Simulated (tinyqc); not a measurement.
Inside a calculation. Model: read current of a NAND string, cells in series solved by shooting.

Numbers from tinyqc (`OMP_NUM_THREADS=1 python tinyqc.py 2142179 2142180 out.jsonl`; about 0.9 s on one thread of a shared Intel Xeon 2.30GHz). Printed values are rounded.

Cells in series, numbered from 0 at the source line (0 V) to the bit line, each followed by a gap resistance Rg. A cell with gate Vg, threshold VT, source Vs and drain Vd passes I = 2 nf K Vt^2 [F(Vs) - F(Vd)]/(1 + th max(Vg - VT, 0)), F(V) = ln^2(1 + exp((Vg - VT - nf V)/(2 nf Vt))). The selected cell has Vg = Vr, the others Vg = Vp.

Values chosen for this exercise; values of the order met in vertical NAND strings: temperature T = 300 K; gain factor of a cell K = 18 uA/V^2; slope factor nf = 1.4; mobility reduction factor th = 0.07 1/V; resistance of the gap between cells Rg = 6.3 kohm; bit-line voltage Vbl = 0.5 V; pass voltage Vp = 7.1 V; read voltage on the selected word line Vr = 1.96 V.

Constants: q = 1.602176634e-19 C, kB = 1.380649e-23 J/K, Vt = kB T/q. Results are converted to the units shown.

## Step 1: node voltages for a trial current

first trial current = 1.4 uA
thresholds from the source end, cell 0 to 4 (V): [-1.8, 0.9, 4, -1.8, 4]

For a trial current I start at 0 V and, cell by cell (the selected one is cell 1), solve for the drain: sqrt(F(Vd)) = sqrt(F(Vs) - I/k), k = 2 nf K Vt^2/(1 + th max(Vg - VT, 0)), Vd = [Vg - VT - 2 nf Vt ln(exp(sqrt F) - 1)]/nf, then add I Rg.

node voltage after each cell and gap, trial 1, cell 0 to 4 (V): [0.02301938, 0.1182117, 0.1595399, 0.1829256, 0.2253065]

## Step 2: node voltages for a trial current

second trial current = 2.5 uA

As before.

node voltage after each cell and gap, trial 2, cell 0 to 4 (V): [0.04112837, 0.2255900, 0.3030063, 0.3454103, 0.4269198]

## Course of the secant iteration

Secant steps on the end voltage less Vbl, from the two trials; a trial above the saturation current of a cell has no solution and is moved halfway to the previous trial. Stop below 1e-9 V.

Course of the iteration:

| iteration | I (uA) | end voltage - Vbl (V) | halvings |
|---|---|---|---|
| 1 | 2.898725 | 7.97e-3 | 0 |
| 2 | 2.859531 | -2.39e-4 | 0 |
| 3 | 2.860675 | -7.93e-7 | 0 |
| 4 | 2.860679 | 7.89e-11 | 0 |

Converged in 4 iterations to I = 2.8607 uA. The selected cell takes 40.0 % of the bit-line voltage and the gaps together 18.0 %.
